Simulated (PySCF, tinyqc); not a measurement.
Inside a calculation. Method: FCI on RHF in the sto-3g basis, for Li-, spin multiplicity 1. The basis has no diffuse functions, so it cannot describe the extra electron: this is an exercise in the method, not the real anion. The lowest restricted solution is unstable here: a spin-polarised one lies 0.0041 hartree lower (PySCF). Computed by tinyqc, a small Python program that keeps every step (integrals from PySCF). Settings: charge = -1, multiplicity = 1, basis = sto-3g, method = RHF, energy threshold = 1e-10, iteration cap = 50, orthogonalisation = symmetric, start = atomic densities, DIIS depth = 6, ci = FCI, davidson = 1. Command: `OMP_NUM_THREADS=1 python tinyqc.py 31882 31883 out.jsonl` (the two numbers bound the seeds that draw the settings). One thread of a shared host (Intel(R) Xeon(R) Processor @ 2.60GHz), about 0.08 s of CPU time with the checks. The early iterations of the SCF are left out here.

## One-electron integrals

Geometry (angstrom):
```
atom         x         y         z
Li    0.000000  0.000000  0.000000
```

Basis sto-3g: exponents (1/bohr^2) and contraction coefficients of normalised primitives:
```
element  l (shell)   exponent  coefficient
Li           s (1)  16.119575     0.154329
Li           s (1)   2.936201     0.535328
Li           s (1)   0.794651     0.444635
Li           s (2)   0.636290    -0.099967
Li           s (2)   0.147860     0.399513
Li           s (2)   0.048089     0.700115
Li           p (3)   0.636290     0.155916
Li           p (3)   0.147860     0.607684
Li           p (3)   0.048089     0.391957
```

Overlap, kinetic and nuclear-attraction integrals over the contracted functions; the nuclear repulsion is the sum of Za Zb / Rab.

nuclear repulsion = 0 hartree

overlap S, order 1Li 1s, 1Li 2s, 1Li 2px, 1Li 2py, 1Li 2pz:
```
[[1.000000, 0.241137, 0.000000, 0.000000, 0.000000],
 [0.241137, 1.000000, 0.000000, 0.000000, 0.000000],
 [0.000000, 0.000000, 1.000000, 0.000000, 0.000000],
 [0.000000, 0.000000, 0.000000, 1.000000, 0.000000],
 [0.000000, 0.000000, 0.000000, 0.000000, 1.000000]]
```

kinetic energy T (hartree), order 1Li 1s, 1Li 2s, 1Li 2px, 1Li 2py, 1Li 2pz:
```
[[3.576786, -0.020237, 0.000000, 0.000000, 0.000000],
 [-0.020237, 0.102163, 0.000000, 0.000000, 0.000000],
 [0.000000, 0.000000, 0.319682, 0.000000, 0.000000],
 [0.000000, 0.000000, 0.000000, 0.319682, 0.000000],
 [0.000000, 0.000000, 0.000000, 0.000000, 0.319682]]
```

nuclear attraction V (hartree), order 1Li 1s, 1Li 2s, 1Li 2px, 1Li 2py, 1Li 2pz:
```
[[-7.982881, -0.964343, 0.000000, 0.000000, 0.000000],
 [-0.964343, -1.206923, 0.000000, 0.000000, 0.000000],
 [0.000000, 0.000000, -1.197261, 0.000000, 0.000000],
 [0.000000, 0.000000, 0.000000, -1.197261, 0.000000],
 [0.000000, 0.000000, 0.000000, 0.000000, -1.197261]]
```

core Hamiltonian H = T + V (hartree), order 1Li 1s, 1Li 2s, 1Li 2px, 1Li 2py, 1Li 2pz:
```
[[-4.406095, -0.984581, 0.000000, 0.000000, 0.000000],
 [-0.984581, -1.104759, 0.000000, 0.000000, 0.000000],
 [0.000000, 0.000000, -0.877579, 0.000000, 0.000000],
 [0.000000, 0.000000, 0.000000, -0.877579, 0.000000],
 [0.000000, 0.000000, 0.000000, 0.000000, -0.877579]]
```

## Two-electron integrals

Functions are numbered as in S; the eight-fold symmetry (ij|kl) = (ji|kl) = (kl|ij) leaves the list below.

Two-electron integrals (ij|kl) in chemists' order, unique and non-zero (hartree):
```
(11|11) 1.680395   (21|11) 0.265420   (21|21) 0.049941   (22|11) 0.397727
(22|21) 0.092860   (22|22) 0.290562   (31|31) 0.008981   (32|31) 0.013788
(32|32) 0.064184   (33|11) 0.396640   (33|21) 0.092880   (33|22) 0.290497
(33|33) 0.312946   (41|41) 0.008981   (42|41) 0.013788   (42|42) 0.064184
(43|43) 0.016869   (44|11) 0.396640   (44|21) 0.092880   (44|22) 0.290497
(44|33) 0.279207   (44|44) 0.312946   (51|51) 0.008981   (52|51) 0.013788
(52|52) 0.064184   (53|53) 0.016869   (54|54) 0.016869   (55|11) 0.396640
(55|21) 0.092880   (55|22) 0.290497   (55|33) 0.279207   (55|44) 0.279207
(55|55) 0.312946
```

## Orthogonalisation

S = U s U^T; symmetric (Loewdin) form X = U s^(-1/2) U^T, so that X^T S X = 1.

eigenvalues of S: [0.758863, 1.000000, 1.000000, 1.000000, 1.241137]

X, order 1Li 1s, 1Li 2s, 1Li 2px, 1Li 2py, 1Li 2pz:
```
[[1.022776, -0.125161, 0.000000, 0.000000, 0.000000],
 [-0.125161, 1.022776, 0.000000, 0.000000, 0.000000],
 [0.000000, 0.000000, 1.000000, 0.000000, 0.000000],
 [0.000000, 0.000000, 0.000000, 1.000000, 0.000000],
 [0.000000, 0.000000, 0.000000, 0.000000, 1.000000]]
```

## Starting guess

The start is atomic minimal-basis densities projected into this basis (PySCF's MINAO start) and scaled to the electron count of each spin; this density is not idempotent, so its energy is not variational and may lie below the converged one.

D at the start, order 1Li 1s, 1Li 2s, 1Li 2px, 1Li 2py, 1Li 2pz:
```
[[2.775424, -0.305460, 0.000000, 0.000000, 0.000000],
 [-0.305460, 1.371891, 0.000000, 0.000000, 0.000000],
 [0.000000, 0.000000, 0.000000, 0.000000, 0.000000],
 [0.000000, 0.000000, 0.000000, 0.000000, 0.000000],
 [0.000000, 0.000000, 0.000000, 0.000000, 0.000000]]
```

## Iteration 3 (converged): orbitals

converged F (hartree), order 1Li 1s, 1Li 2s, 1Li 2px, 1Li 2py, 1Li 2pz:
```
[[-1.966328, -0.540712, 0.000000, 0.000000, 0.000000],
 [-0.540712, -0.052270, 0.000000, 0.000000, 0.000000],
 [0.000000, 0.000000, 0.415796, 0.000000, 0.000000],
 [0.000000, 0.000000, 0.000000, 0.415796, 0.000000],
 [0.000000, 0.000000, 0.000000, 0.000000, 0.415796]]
```

Diagonalise F' = X^T F X, C = X C', fill 2 alpha and 2 beta electrons from the bottom; D = 2 C_occ C_occ^T. Each column has its largest component positive (the first on a tie).

F' = X^T F X (hartree):
```
[[-1.919303, -0.315690, 0.000000, 0.000000, 0.000000],
 [-0.315690, 0.052954, 0.000000, 0.000000, 0.000000],
 [0.000000, 0.000000, 0.415796, 0.000000, 0.000000],
 [0.000000, 0.000000, 0.000000, 0.415796, 0.000000],
 [0.000000, 0.000000, 0.000000, 0.000000, 0.415796]]
```

orbital energies (hartree): [-1.968602, 0.102253, 0.415796, 0.415796, 0.415796]

coefficients C, order 1Li 1s, 1Li 2s, 1Li 2px, 1Li 2py, 1Li 2pz:
```
[[0.991218, -0.281468, 0.000000, 0.000000, 0.000000],
 [0.034144, 1.029840, 0.000000, 0.000000, 0.000000],
 [0.000000, 0.000000, 1.000000, 0.000000, 0.000000],
 [0.000000, 0.000000, 0.000000, 1.000000, 0.000000],
 [0.000000, 0.000000, 0.000000, 0.000000, 1.000000]]
```

D after iteration 3, order 1Li 1s, 1Li 2s, 1Li 2px, 1Li 2py, 1Li 2pz:
```
[[2.123473, -0.512047, 0.000000, 0.000000, 0.000000],
 [-0.512047, 2.123473, 0.000000, 0.000000, 0.000000],
 [0.000000, 0.000000, 0.000000, 0.000000, 0.000000],
 [0.000000, 0.000000, 0.000000, 0.000000, 0.000000],
 [0.000000, 0.000000, 0.000000, 0.000000, 0.000000]]
```

Within a degenerate level the vectors are fixed only up to a rotation; this is one choice.

## Convergence

Stop when the energy changes by less than 1e-10 hartree and every element of the error matrix X^T (F D S - S D F) X is below 3e-06.

Course of the cycle:
```
iteration  E (hartree)     change  largest element of the error matrix
1          -8.62636297          -                             1.25e-01
2          -7.21327332   1.41e+00                             7.41e-16
3          -7.21327332  -8.88e-16                             4.56e-16
```

PySCF RHF in the same basis = -7.21327332 hartree

Converged in 3 iterations.

## Populations

Mulliken: Z minus the diagonal of D S on the atom; Loewdin: the same with S^(1/2) D S^(1/2).

Charges (e):
```
atom   Mulliken    Loewdin
1Li   -1.000000  -1.000000
```

## Integrals over molecular orbitals

(pq|rs) = sum C_ip C_jq C_kr C_ls (ij|kl), one index at a time.

one-electron integrals over orbitals h = C^T H C (hartree):
```
[[-4.396974, 0.194845, 0.000000, 0.000000, 0.000000],
 [0.194845, -0.949950, 0.000000, 0.000000, 0.000000],
 [0.000000, 0.000000, -0.877579, 0.000000, 0.000000],
 [0.000000, 0.000000, 0.000000, -0.877579, 0.000000],
 [0.000000, 0.000000, 0.000000, 0.000000, -0.877579]]
```

Two-electron integrals over orbitals (pq|rs), unique and non-zero (hartree):
```
(11|11) 1.658594    (21|11) -0.184570   (21|21) 0.031265    (22|11) 0.400522
(22|21) -0.010274   (22|22) 0.282425    (31|31) 0.009832    (32|31) 0.013694
(32|32) 0.060790    (33|11) 0.396329    (33|21) -0.006527   (33|22) 0.285670
(33|33) 0.312946    (41|41) 0.009832    (42|41) 0.013694    (42|42) 0.060790
(43|43) 0.016869    (44|11) 0.396329    (44|21) -0.006527   (44|22) 0.285670
(44|33) 0.279207    (44|44) 0.312946    (51|51) 0.009832    (52|51) 0.013694
(52|52) 0.060790    (53|53) 0.016869    (54|54) 0.016869    (55|11) 0.396329
(55|21) -0.006527   (55|22) 0.285670    (55|33) 0.279207    (55|44) 0.279207
(55|55) 0.312946
```

## FCI: determinants and Hamiltonian

Hartree-Fock energy = -7.21327332 hartree

Slater-Condon rules over spin orbitals, with the nuclear repulsion added and E(HF) subtracted on the diagonal. Only determinants linked to the reference directly or through others are kept (one block of an abelian symmetry group), so some states are absent.

Occupation strings over the orbitals (2 doubly, a alpha, b beta, 0 empty; spin orbitals ordered 1a 1b 2a 2b ...): 22000 20200 ab200 20020 ab020 20002 ab002 ba200 02200 ba020 02020 ba002 02002 00220 00202 00022

H - E(HF) between determinants (hartree), order 22000, 20200, ab200, 20020, ab020, 20002, ab002, ba200, 02200, ba020, 02020, ba002, 02002, 00220, 00202, 00022:
```
[[0.000000, 0.060790, -0.013694, 0.060790, -0.013694, 0.060790, -0.013694, 0.013694, 0.009832, 0.013694, 0.009832, 0.013694, 0.009832, 0.000000, 0.000000, 0.000000],
 [0.060790, 0.201357, -0.016474, 0.016869, 0.000000, 0.016869, 0.000000, 0.016474, 0.031265, 0.000000, 0.000000, 0.000000, 0.000000, 0.009832, 0.009832, 0.000000],
 [-0.013694, -0.016474, 2.118033, 0.000000, 0.016869, 0.000000, 0.016869, -0.031265, 0.157822, 0.000000, 0.000000, 0.000000, 0.000000, 0.013694, 0.013694, 0.000000],
 [0.060790, 0.016869, 0.000000, 0.201357, -0.016474, 0.016869, 0.000000, 0.000000, 0.000000, 0.016474, 0.031265, 0.000000, 0.000000, 0.009832, 0.000000, 0.009832],
 [-0.013694, 0.000000, 0.016869, -0.016474, 2.118033, 0.000000, 0.016869, 0.000000, 0.000000, -0.031265, 0.157822, 0.000000, 0.000000, 0.013694, 0.000000, 0.013694],
 [0.060790, 0.016869, 0.000000, 0.016869, 0.000000, 0.201357, -0.016474, 0.000000, 0.000000, 0.000000, 0.000000, 0.016474, 0.031265, 0.000000, 0.009832, 0.009832],
 [-0.013694, 0.000000, 0.016869, 0.000000, 0.016869, -0.016474, 2.118033, 0.000000, 0.000000, 0.000000, 0.000000, -0.031265, 0.157822, 0.000000, 0.013694, 0.013694],
 [0.013694, 0.016474, -0.031265, 0.000000, 0.000000, 0.000000, 0.000000, 2.118033, -0.157822, 0.016869, 0.000000, 0.016869, 0.000000, -0.013694, -0.013694, 0.000000],
 [0.009832, 0.031265, 0.157822, 0.000000, 0.000000, 0.000000, 0.000000, -0.157822, 5.174686, 0.000000, 0.016869, 0.000000, 0.016869, 0.060790, 0.060790, 0.000000],
 [0.013694, 0.000000, 0.000000, 0.016474, -0.031265, 0.000000, 0.000000, 0.016869, 0.000000, 2.118033, -0.157822, 0.016869, 0.000000, -0.013694, 0.000000, -0.013694],
 [0.009832, 0.000000, 0.000000, 0.031265, 0.157822, 0.000000, 0.000000, 0.000000, 0.016869, -0.157822, 5.174686, 0.000000, 0.016869, 0.060790, 0.000000, 0.060790],
 [0.013694, 0.000000, 0.000000, 0.000000, 0.000000, 0.016474, -0.031265, 0.016869, 0.000000, 0.016869, 0.000000, 2.118033, -0.157822, 0.000000, -0.013694, -0.013694],
 [0.009832, 0.000000, 0.000000, 0.000000, 0.000000, 0.031265, 0.157822, 0.000000, 0.016869, 0.000000, 0.016869, -0.157822, 5.174686, 0.000000, 0.060790, 0.060790],
 [0.000000, 0.009832, 0.013694, 0.009832, 0.013694, 0.000000, 0.000000, -0.013694, 0.060790, -0.013694, 0.060790, 0.000000, 0.000000, 5.411938, 0.016869, 0.016869],
 [0.000000, 0.009832, 0.013694, 0.000000, 0.000000, 0.009832, 0.013694, -0.013694, 0.060790, 0.000000, 0.000000, -0.013694, 0.060790, 0.016869, 5.411938, 0.016869],
 [0.000000, 0.000000, 0.000000, 0.009832, 0.013694, 0.009832, 0.013694, 0.000000, 0.000000, -0.013694, 0.060790, -0.013694, 0.060790, 0.016869, 0.016869, 5.411938]]
```

## FCI: roots

Diagonalise (each vector has its largest component positive (the first on a tie)); all determinants have Ms = 0, so triplets appear too. The lowest singlet root is the correlation energy.

lowest roots of this matrix, relative to E(HF) (hartree): [-0.040518, 0.183959, 0.183959, 0.274384, 2.069899, 2.069899, 2.116323, 2.116323]

lowest vectors, order 22000, 20200, ab200, 20020, ab020, 20002, ab002, ba200, 02200, ba020, 02020, ba002, 02002, 00220, 00202, 00022:
```
[[0.934419, 0.000000, 0.000000, 0.355773],
 [-0.205546, 0.722762, -0.379658, 0.539445],
 [0.004280, 0.006520, -0.003425, 0.007615],
 [-0.205546, -0.690174, -0.436101, 0.539445],
 [0.004280, -0.006226, -0.003934, 0.007615],
 [-0.205546, -0.032587, 0.815759, 0.539445],
 [0.004280, -0.000294, 0.007359, 0.007615],
 [-0.004280, -0.006520, 0.003425, -0.007615],
 [-0.000800, -0.004941, 0.002595, -0.004564],
 [-0.004280, 0.006226, 0.003934, -0.007615],
 [-0.000800, 0.004718, 0.002981, -0.004564],
 [-0.004280, 0.000294, -0.007359, -0.007615],
 [-0.000800, 0.000223, -0.005576, -0.004564],
 [0.000712, -0.000060, 0.001513, -0.002025],
 [0.000712, -0.001280, -0.000809, -0.002025],
 [0.000712, 0.001340, -0.000704, -0.002025]]
```

<S^2> of these roots: [0.000000, 0.000000, 0.000000, 0.000000, 2.000000, 2.000000, 0.000000, 0.000000]

weight of the ground state by excitation level 0, 1, 2, ...: [0.873139, 0.000000, 0.126860, 0.000000, 0.000002]

Within a degenerate level the vectors are fixed only up to a rotation; this is one choice.

The reference has a weight of only 0.87: one determinant is a poor start here.

## The lowest root by the Davidson method

Start from the reference; add the residual divided by (theta - H_ii), orthogonalised, at each step.

Davidson iterations:
```
iteration  subspace  lowest Ritz value (hartree)  residual norm
1                 1                            0       1.12e-01
2                 2                  -0.04050548       8.23e-03
3                 3                  -0.04051791       2.55e-04
4                 4                  -0.04051794       1.77e-05
5                 5                  -0.04051794       1.28e-16
```
